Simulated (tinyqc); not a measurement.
Changing the valley separation dE: two-valley model of the transferred-electron effect. Computed by tinyqc, a small Python program. Command: `OMP_NUM_THREADS=1 python tinyqc.py 3031799 3031800 out.jsonl gunn sweep`. One thread of a shared host (Intel(R) Xeon(R) Processor @ 2.30GHz), about 0.03 s of CPU time with the checks.

Both kinds of valley share one electron temperature T_e, and each has a constant mobility.

Inputs (values chosen for the exercise, modelled on GaN): central-valley mass m1 = 0.21 m_0; satellite-valley mass m2 = 0.43 m_0; satellite valleys Z = 6; central-valley mobility mu1 = 980 cm^2/(V s); satellite-valley mobility mu2 = 51 cm^2/(V s); energy relaxation time tau_E = 0.077 ps; lattice temperature T = 200 K.

Solver: damped fixed point.

Constants: k_B = 8.617333262e-05 eV/K.

Method. Density-of-states ratio R = Z (m2/m1)^(3/2); n2/n1 = R exp(-dE/(k_B T_e)); mean mobility mu = (mu1 + mu2 n2/n1)/(1 + n2/n1); energy balance e mu F^2 = (3/2) k_B (T_e - T)/tau_E; v = mu F. Using T_e as the parameter, F(T_e) = sqrt(3 k_B (T_e - T)/(2 e mu tau_E)) and v = mu F; find the first maximum and the next minimum of v, and the most negative dv/dF between them.

One run for each value; columns: (1) valley separation dE (eV); (2) threshold field (kV/cm); (3) peak velocity (1e7 cm/s); (4) peak-to-valley ratio; (5) T_e at the threshold (K):
```
(1)     (2)    (3)    (4)   (5)
0.28   49.3   2.85  1.021  1037
0.37   54.4   3.37  1.035  1292
0.49   61.3   3.97  1.048  1648
0.65   69.7   4.65  1.057  2130
0.87   80.1   5.45  1.065  2798
1.20   93.6   6.46  1.071  3804
1.50  104.4   7.27  1.075  4720
2.10  123.3   8.65  1.078  6554
2.80  142.2  10.03  1.081  8695
```

Over the rows, threshold field (kV/cm) rises from 49.3 to 142 (exponent d ln y / d ln x 0.35 between the first rows and 0.50 between the last); peak velocity (1e7 cm/s) rises from 2.85 to 10.0 (exponent d ln y / d ln x 0.61 between the first rows and 0.51 between the last); peak-to-valley ratio rises from 1.02 to 1.08 (exponent d ln y / d ln x 0.051 between the first rows and 0.0078 between the last).

Caution (rows 1.20, 1.50, 2.10, 2.80): T_e at the threshold exceeds 3000 K, outside the range of a Maxwellian in parabolic valleys.

Extremes, crossings and ranges named in words are read from the listed rows.
